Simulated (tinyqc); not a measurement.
Three bands against the two-band Dirac model at K: three-band tight binding of a dichalcogenide monolayer.

Basis dz2, dxy, dx2-y2 on a triangular lattice, nearest neighbours; alpha = kx a/2, beta = sqrt3 ky a/2. h0 = e1 + 2 t0 (cos 2alpha + 2 cos alpha cos beta); h1 = -2 sqrt3 t2 sin alpha sin beta + 2i t1 (sin 2alpha + sin alpha cos beta); h2 = 2 t2 (cos 2alpha - cos alpha cos beta) + 2i sqrt3 t1 cos alpha sin beta; h11 = e2 + 2 t11 cos 2alpha + (t11 + 3 t22) cos alpha cos beta; h22 = e2 + 2 t22 cos 2alpha + (3 t11 + t22) cos alpha cos beta; h12 = sqrt3 (t22 - t11) sin alpha sin beta + 4i t12 sin alpha (cos alpha - cos beta) + i lam sz. H = [[h0, h1, h2], [., h11, h12], [., ., h22]], Hermitian; the lowest band of each spin is filled. K = (4 pi/3a, 0), M = (pi/a, pi/(sqrt3 a)).

Constants: hbar^2/2m0 = 3.80998211 eV angstrom^2.

Inputs chosen for the exercise (near a published set for monolayer MoS2; shifted at random, so the results belong to these values and not to a real crystal): a = 3.183 angstrom (lattice constant); e1 = 1.056 eV (level of dz2); e2 = 2.121 eV (level of dxy and dx2-y2); t0 = -0.181 eV (hopping); t1 = 0.398 eV (hopping); t2 = 0.505 eV (hopping); t11 = 0.219 eV (hopping); t12 = 0.34 eV (hopping); t22 = 0.058 eV (hopping); lam = 0.072 eV (spin-orbit constant).

Masses from central differences along kx with step 0.002 1/angstrom, c = hbar^2/2m0; Berry curvature of the valence band from a counter-clockwise plaquette of side 0.001 1/angstrom, Omega = -arg(product of overlaps)/area. Two-band model: coupling A = (3 a/(2 sqrt2))(t1 + sqrt3 t2) between valence and conduction states, mass c G/A^2 for both, Omega_v = 2 A^2/G^2. sz = 0 drops the spin-orbit term.

At K:
```
sz,G (eV),m_c (m0),m_v (m0),two-band mass,Omega_v (angstrom^2),two-band Omega
1,1.5882,0.432,0.612,0.328,14.561,14.638
0,1.6602,0.456,0.666,0.343,13.325,13.396
-1,1.7322,0.479,0.726,0.357,12.240,12.306
```

A = 4.2967 eV angstrom

Without spin-orbit coupling the electron mass is 0.456 and the hole mass 0.666, against 0.343 for both in the two-band model: the third band and the curvature of the diagonal terms break the symmetry. The Berry curvature is -0.5 % from the two-band value. The smaller gap (sz = +1) has the larger curvature, by a factor 1.19.

Program tinyqc; command `OMP_NUM_THREADS=1 python tinyqc.py 1452233 1452234 out.jsonl`; about 0.01 s on one thread of a shared Intel(R) Xeon(R) Processor @ 2.30GHz.
